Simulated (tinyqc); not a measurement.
Longitudinal sound in a periodic multilayer: transfer matrices, stop bands and folded phonons: one step, computed by the program tinyqc.

Layers 1 and 2 repeat with period d = d_1 + d_2; waves travel normal to the layers, without loss. State vector (u, s): displacement u and stress divided by omega. Impedances Z = rho v are in 1e6 kg/(m^2 s).

Question. Transfer matrix of one period. A layer maps (u, s) by [[cos p, sin p/Z], [-Z sin p, cos p]], p = 2 pi f d_i/v_i; one period is M = M_2 M_1, and cos(q d) = trace(M)/2.

Inputs (values chosen for the exercise, modelled on gallium arsenide (layer 1), aluminium arsenide (layer 2) and gallium arsenide (substrate)):
```
quantity,value,unit
velocity v_1,4760,m/s
thickness d_1,254,nm
velocity v_2,5660,m/s
thickness d_2,303,nm
frequency f,5.18,GHz
```

Z_2 = 21.225

Z_1 = 24.8472

Give: phase p_1; phase p_2; M; trace(M)/2.

Answer.

phase p_1 = 1.7367 rad

phase p_2 = 1.7424 rad

M:
```
,1,2
1,-1.1094,-0.014445
2,7.6382,-0.80192
```

trace(M)/2 = -0.95567

|trace/2| < 1: f lies in a pass band, with q d = 2.8427 rad (folded into 0 to pi).
